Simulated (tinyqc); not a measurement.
Deep level with several charge states, and Shockley-Read-Hall recombination: one step. The neutral state. Two cases, with inputs chosen for the exercise.

Question. Solve for EF.

Energies from Ev. The defect has charge states 0, -1, -2 with weights 1, gm exp((EF - E1)/kT), exp((2 EF - E1 - E2)/kT); the shares are the weights over their sum. Boltzmann carriers: n = Nc exp((EF - Eg)/kT), p = Nv exp(-EF/kT). Neutrality: p - n + Nd + Nt <q> = 0.

Constants: kB = 8.617333262e-05 eV/K.

Give: EF; shares at EF; n; p.

Case 1.

Values chosen (gap and densities of states near those of GaAs at this temperature; shifted at random, so the results belong to these values and not to a real crystal): Eg = 1.397 eV (gap); Nc = 5.48e+17 1/cm^3 (conduction-band density of states); Nv = 1.18e+19 1/cm^3 (valence-band density of states); T = 350 K; E1 = 0.322 eV (level (0/-1) above Ev); E2 = 0.873 eV (level (-1/-2) above Ev); gm = 2 (degeneracy of the middle state, the others 1); Nt = 2.4e+16 1/cm^3 (defects); Nd = -4.1e+17 1/cm^3 (ionised shallow donors minus acceptors).

Answer.

EF = 0.1013 eV

shares at EF: 0 0.999, -1 0.001, -2 0.000

n = 0.121 1/cm^3
p = 4.10e+17 1/cm^3

Without the defects the majority density would be 4.10e+17 1/cm^3; with them the density of these carriers is 4.10e+17, nearly the same. Most defects are in the state 0.

Case 2.

Values chosen (gap and densities of states near those of Si at this temperature; shifted at random, so the results belong to these values and not to a real crystal): Eg = 1.128 eV (gap); Nc = 2.75e+19 1/cm^3 (conduction-band density of states); Nv = 1.13e+19 1/cm^3 (valence-band density of states); T = 300 K; E1 = 0.478 eV (level (0/-1) above Ev); E2 = 0.748 eV (level (-1/-2) above Ev); gm = 1 (degeneracy of the middle state, the others 1); Nt = 2.2e+14 1/cm^3 (defects); Nd = 2.4e+15 1/cm^3 (ionised shallow donors minus acceptors).

Answer.

EF = 0.8812 eV

shares at EF: 0 0.000, -1 0.006, -2 0.994

n = 1.96e+15 1/cm^3
p = 1.78e+04 1/cm^3

Without the defects the majority density would be 2.40e+15 1/cm^3; with them the density of these carriers is 1.96e+15, so they compensate part of the doping. Most defects are in the state -2.

Computed by tinyqc, one run a case: `OMP_NUM_THREADS=1 python tinyqc.py N N+1 out.jsonl` with N = 1681396, 1681947; one thread of a shared Intel(R) Xeon(R) Processor @ 2.30GHz, about 0.01 s a run at most.
